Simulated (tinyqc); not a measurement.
Trap density from two Hall measurements.

Question. p-type body, charge-sheet picture, full ionisation (an idealisation for deep acceptors), Boltzmann statistics for free electrons. e = Ec - EF at the surface. psi = Eg - Vt ln(Nv/Na) - e; N_dep = sqrt(2 eps0 eps_r Na (psi - Vt)/q); n_f = sqrt(N_dep^2 + 2 eps0 eps_r Vt Nc exp(-e/Vt)/q) - N_dep; Vg = Vfb + psi + q (N_dep + n_t + n_f)/Cox, Cox = eps0 eox/tox. Find e and n_t at both points and the mean trap density between them.

Inputs (values chosen for the exercise); band and dielectric values close to those of gallium nitride:

| symbol | value | unit | meaning |
|---|---|---|---|
| T | 475 | K | temperature |
| Eg | 3.42 | eV | band gap |
| eps_r | 9.66 |  | relative permittivity |
| Nc | 4.52e18 | cm^-3 | conduction-band density of states at T |
| Nv | 9.22e19 | cm^-3 | valence-band density of states at T |
| eox | 3.9 |  | relative permittivity of the insulator |
| tox | 39 | nm | insulator thickness |
| Na | 1.1e17 | cm^-3 | acceptor density |
| Vfb | -2.33 | V | flat-band voltage without trapped charge |

Constants: q = 1.602176634e-19 C, kB = 1.380649e-23 J/K, Vt = kB T/q, eps0 = 8.8541878128e-14 F/cm where lengths are in cm. Results are converted to the units shown.

Vg (V): 7.8630711  11.025561
free sheet density from the Hall effect (cm^-2): 1.1153959e10  7.4587690e10

Answer. Each n_f fixes e; what the gate voltage holds beyond psi, N_dep and n_f is trapped; the difference quotient is the density, smeared over a few Vt.

e (eV): 0.1580  0.07900
n_t (cm^-2): 2.112e12  3.727e12
mean trap density = 2.045e13 cm^-2 eV^-1

tinyqc, about 0.02 s, one thread, Intel Xeon 2.30GHz (shared host): `OMP_NUM_THREADS=1 python tinyqc.py 2222201 2222202 out.jsonl`
